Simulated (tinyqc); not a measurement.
Ballistic conductance of a hard-wall wire of circular section by counting modes: conductance against size.

Subband edges E_(l,s) = C (j_(l,s)/a)^2/m with j_(l,s) the s-th zero of the Bessel function J_l; levels with l > 0 count twice; C = hbar^2/(2 m0). Every mode transmits fully; spin gives the factor 2 in 2 q^2/h, valleys the factor gv.

G = (2 q^2/h) gv M; at zero temperature M counts the edges below Ef, at T it is the sum of degeneracy times f. The smooth (Sharvin) count is kF^2 A/(4 pi), kF = sqrt(m Ef/C), A = pi a^2, perimeter p = 2 pi a, and with the boundary term kF^2 A/(4 pi) - kF p/(4 pi). f = 1/(1 + exp((E_n - Ef)/Vt)).

Inputs (values chosen for the exercise): temperature T = 300 K; mass m = 0.46 m0; valleys gv = 1; Fermi energy above the bulk band edge Ef = 0.324 eV.

Constants: q = 1.602176634e-19 C, kB = 1.380649e-23 J/K, hbar = 1.054571817e-34 J s, h = 6.62607015e-34 J s, m0 = 9.1093837015e-31 kg, Vt = kB T/q, hbar^2/(2 m0) = 0.0380998212 eV nm^2. Results are converted to the units shown.

Conductance against size:
```
a (nm),M at T = 0,M at T,smooth count,with boundary term,G (uS)
1.4,1,0.9561,1.917,0.5323,74.08
2.1,3,2.735,4.313,2.236,211.9
2.7,5,4.741,7.129,4.459,367.4
3.4,8,8.089,11.31,7.943,626.7
4,12,11.82,15.65,11.69,915.7
4.7,17,17.10,21.60,16.96,1325
5.4,23,23.36,28.52,23.18,1810
6,30,29.47,35.21,29.27,2284
6.7,36,37.47,43.90,37.27,2903
7.3,44,45.08,52.12,44.90,3493
8,55,54.86,62.59,54.68,4251
```

What does the comparison show?

The integer count climbs from 1 to 55 in steps, and G from 74.1 to 4250 uS. In the last row M at T is 12 % below the smooth count and 0.34 % above the count with the boundary term: hard walls push the wave away from the edge and cost modes. The largest gap between M at T and the integer count is 1.5. In every row Ef exceeds 0.3 eV, where real bands are no longer parabolic.

Computed by the program tinyqc: `OMP_NUM_THREADS=1 python tinyqc.py 2740042 2740043 out.jsonl`, one thread of a shared Intel Xeon 2.30GHz, about 0.04 s for the whole run.
